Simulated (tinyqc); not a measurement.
Comparisons within one model: optical gain and spontaneous emission in a bulk direct-gap semiconductor. A value that a table varies takes the place of the one given here.

Parabolic bands, vertical transitions, no excitons. For each hole band j: mr = me mj/(me + mj); joint density of states J_j(E) = (mr/c)^(3/2) sqrt(E - Eg)/(2 pi^2), both spins, c = hbar^2/2m0; averaged matrix element |e.p|^2 = m0 Ep/6; alpha_j(E) = 4 pi^2 alpha_f c Ep J_j/(3 nr E) in 1/angstrom (alpha_f the fine-structure constant, listed as alpha among the constants), times 1e8 for 1/cm.

F_j(eta) = (1/Gamma(j + 1)) integral_0^infinity x^j dx/(1 + exp(x - eta)), which tends to exp(eta) for eta << 0.

Quasi-Fermi levels: n = Nc F_1/2(Fc/kT) and p = Nv F_1/2(Fv/kT), Fc counted up from the conduction edge and Fv down from the valence edge; Nc, Nv from N = 2 (m kB T/(4 pi c))^(3/2) with c = hbar^2/2m0, in 1/angstrom^3; times 1e24 for 1/cm^3, with me and (mhh^(3/2) + mlh^(3/2))^(2/3).

For band j the electron sits at Ee = (E - Eg) mr/me above its edge and the hole at Eh = (E - Eg) mr/mj; fe = 1/(1 + exp((Ee - Fc)/kT)), fh = 1/(1 + exp((Eh - Fv)/kT)); gain g = sum_j alpha_j (fe + fh - 1).

Spontaneous rate: R = integral of (nr E/(hbar c))^2/(pi^2 hbar) sum_j alpha_j fe fh dE, with alpha in 1/cm and (nr E/(hbar c))^2 in 1/cm^2 (1e16 per 1/angstrom^2); B = R/(n p); lifetime n/R.

Constants: hbar^2/2m0 = 3.80998211 eV angstrom^2; fine-structure constant alpha = 0.007297352564; kB = 8.617333262e-05 eV/K; hbar = 6.58211957e-16 eV s; hbar c = 1973.269805 eV angstrom.

Parameters, chosen for this exercise (near those of InP; not measured data): Eg = 1.343 eV (direct gap); me = 0.0773 m0 (electron mass); mhh = 0.608 m0 (heavy-hole mass); mlh = 0.0893 m0 (light-hole mass); Ep = 20.1 eV (Kane energy); nr = 3.38 (refractive index); T = 200 K; n = 2.3e+18 1/cm^3 (injected density, n = p).

## Peak gain against injection

The peak is the largest g over E; a dash marks no gain.

Gain:

| n (1/cm^3) | Fc (eV) | Fv (eV) | peak gain (1/cm) | peak E - Eg (eV) | B (cm^3/s) |
|---|---|---|---|---|---|
| 4.2e+17 | 0.0147 | -0.0477 | - | - | 2.14e-10 |
| 6.8e+17 | 0.0282 | -0.0392 | - | - | 2.01e-10 |
| 9.8e+17 | 0.0403 | -0.0326 | 43 | 0.0026 | 1.88e-10 |
| 1.2e+18 | 0.0479 | -0.0289 | 163 | 0.0069 | 1.80e-10 |
| 1.5e+18 | 0.0573 | -0.0248 | 350 | 0.0124 | 1.69e-10 |
| 2.0e+18 | 0.0713 | -0.0194 | 663 | 0.0210 | 1.56e-10 |
| 2.5e+18 | 0.0839 | -0.0151 | 955 | 0.0287 | 1.44e-10 |
| 3.4e+18 | 0.1043 | -0.0090 | 1424 | 0.0408 | 1.28e-10 |

transparency density (Fc + Fv = 0) = 8.48e+17 1/cm^3

Gain starts at 8.48e+17 1/cm^3, where Fc = -Fv = 0.0352 eV: with Nv/Nc = 23 the electrons must be degenerate before the holes are. The slope of peak gain against n is 5.45e-16 cm^2 between the first two rows with gain and 5.21e-16 between the last two; the peak moves from 0.0026 to 0.0408 eV above the gap as the bands fill, and B falls by a factor 1.67. Line broadening and gap shrinkage are left out.

## Gain spectrum

At the density n.

Spectrum:

| E - Eg (eV) | alpha, empty (1/cm) | fe, heavy | fh, heavy | g (1/cm) |
|---|---|---|---|---|
| 0.005 | 2052 | 0.987 | 0.268 | 511 |
| 0.010 | 2891 | 0.983 | 0.262 | 676 |
| 0.020 | 4059 | 0.972 | 0.249 | 822 |
| 0.030 | 4935 | 0.954 | 0.237 | 831 |
| 0.045 | 5979 | 0.906 | 0.220 | 630 |
| 0.060 | 6830 | 0.817 | 0.204 | 111 |
| 0.080 | 7776 | 0.614 | 0.183 | -1242 |
| 0.100 | 8573 | 0.362 | 0.164 | -3204 |
| 0.130 | 9576 | 0.108 | 0.139 | -5997 |
| 0.170 | 10661 | 0.015 | 0.111 | -8608 |
| 0.220 | 11739 | 0.001 | 0.082 | -10714 |

Fc + Fv = 0.0622 eV

g is positive below E - Eg = 0.0622 eV; the largest value listed is 831 1/cm at 0.030 eV. At 0.220 eV above the gap g is -0.91 times the absorption of the empty crystal, whose limit is -1.

## Transparency density and B against temperature

Eg is held fixed; B is taken at n = 1e15 1/cm^3.

Results:

| T (K) | transparency density (1/cm^3) | Fc/kT there | B (cm^3/s) |
|---|---|---|---|
| 100 | 3.00e+17 | 2.044 | 6.76e-10 |
| 150 | 5.51e+17 | 2.044 | 3.70e-10 |
| 200 | 8.48e+17 | 2.044 | 2.41e-10 |
| 250 | 1.19e+18 | 2.044 | 1.74e-10 |
| 300 | 1.56e+18 | 2.044 | 1.33e-10 |
| 350 | 1.96e+18 | 2.044 | 1.06e-10 |
| 400 | 2.40e+18 | 2.044 | 8.70e-11 |
| 500 | 3.35e+18 | 2.044 | 6.28e-11 |

Fc/kT at transparency stays at 2.044, since it depends on Nv/Nc alone, so the density goes as T^1.50. B goes as T^-1.48, against T^-1.5 for non-degenerate carriers: hot carriers spread over k and fewer pairs share a wave vector.

## What moves transparency and gain

Transparency is Fc + Fv = 0; the peak is the largest g over E at the density n (0 if none). Each row changes one parameter from the base and keeps the others.

Results:

| case | transparency density (1/cm^3) | Fc + Fv (eV) | peak gain (1/cm) |
|---|---|---|---|
| base | 8.48e+17 | 0.0622 | 841 |
| me = 0.0889 m0 | 9.71e+17 | 0.0509 | 850 |
| mhh = 0.365 m0 | 6.56e+17 | 0.0765 | 1448 |
| Ep = 22.1 eV | 8.48e+17 | 0.0622 | 925 |
| T = 240 K | 1.11e+18 | 0.0511 | 555 |
| n = 2.99e+18 1/cm^3 | 8.48e+17 | 0.0836 | 1219 |
| nr = 3.55 | 8.48e+17 | 0.0622 | 801 |

The largest shifts from the base row, up to three for each result and ties (the steps differ in size, so this ranks the rows, not the parameters). transparency density (1/cm^3): T +2.67e+17, mhh -1.92e+17, me +1.23e+17; unchanged at the printed digits by Ep, n and nr. Fc + Fv (eV): n +0.0214, mhh +0.0142, me -0.0113; unchanged at the printed digits by Ep and nr. peak gain (1/cm): mhh +607, n +378, T -286.

Program tinyqc; command `OMP_NUM_THREADS=1 python tinyqc.py 1650595 1650596 out.jsonl`; about 0.09 s on one thread of a shared Intel(R) Xeon(R) Processor @ 2.30GHz.
